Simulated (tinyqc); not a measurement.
Activation against anneal temperature: dopants and charged point defects at anneal temperature: Fermi-level effect, clustering and pairing. Computed by tinyqc, a small Python program. Command: `OMP_NUM_THREADS=1 python tinyqc.py 3031964 3031965 out.jsonl pairing walk`. One thread of a shared host (Intel(R) Xeon(R) Processor @ 2.30GHz), about 0.03 s of CPU time with the checks.

Boltzmann statistics and full ionisation of active dopants. Energies are counted from the valence band; the defect (a vacancy or self-interstitial) has five charge states, with all degeneracy factors one.

Inputs (values chosen for the exercise, with bands modelled on GaAs):
```
quantity                       value   unit
gap at 0 K E_g0                 1.52     eV
Varshni alpha               0.000557   eV/K
Varshni beta                     206      K
electron mass m_e             0.0671    m_0
valleys M_c                        1      -
hole mass m_h                  0.535    m_0
anneal temperature T             930      K
total dopant density N       8.7e+18  cm^-3
site density N_s             4.8e+22  cm^-3
dopant atoms per cluster k         3      -
cluster binding energy E_b      1.37     eV
```

Dopant: acceptor. Second part: clustering of the dopant.

Constants: m_0 = 9.1093837015e-31 kg; k_B = 1.380649e-23 J/K; h = 6.62607015e-34 J s; k_B = 8.617333262e-05 eV/K.

Method:
- E_g = E_g0 - alpha T^2/(T + beta).
- N_c = 2 M_c (2 pi m_e k_B T/h^2)^(3/2) and N_v = 2 (2 pi m_h k_B T/h^2)^(3/2), masses in units of m_0.
- n_i = sqrt(N_c N_v) exp(-E_g/2 k_B T); E_i = E_g/2 + (k_B T/2) ln(N_v/N_c).
- p = A/2 + sqrt(A^2/4 + n_i^2) for an active density A.
- k ionised dopants and k carriers form one neutral cluster: C = N_s (A/N_s)^k (p/N_b)^k exp(E_b/k_B T), N_b the effective density of states of the majority band, and N = A + k C (60 bisections in ln A between ln N - 90 and ln N).

Equilibrium activation:
```
T (K)  n_i (cm^-3)  active A (cm^-3)  clusters C (cm^-3)  active share
560     8.1077e+12        1.8396e+18          2.2868e+18       0.21145
650     9.8334e+13        3.7511e+18          1.6496e+18       0.43116
740     6.6987e+14        6.0979e+18          8.6736e+17       0.70091
840     3.5807e+15        8.0821e+18          2.0596e+17       0.92898
930     1.2119e+16        8.6086e+18          3.0470e+16       0.98949
1020    3.3551e+16        8.6859e+18          4.6944e+15       0.99838
1120    8.7036e+16        8.6977e+18          7.7278e+14       0.99973
```

What follows from these numbers?

The active share goes from 0.211 at 560 K to 1.000 at 1120 K, so a layer activated by a hot, short anneal is metastable and deactivates in later, cooler steps if the dopant can move.
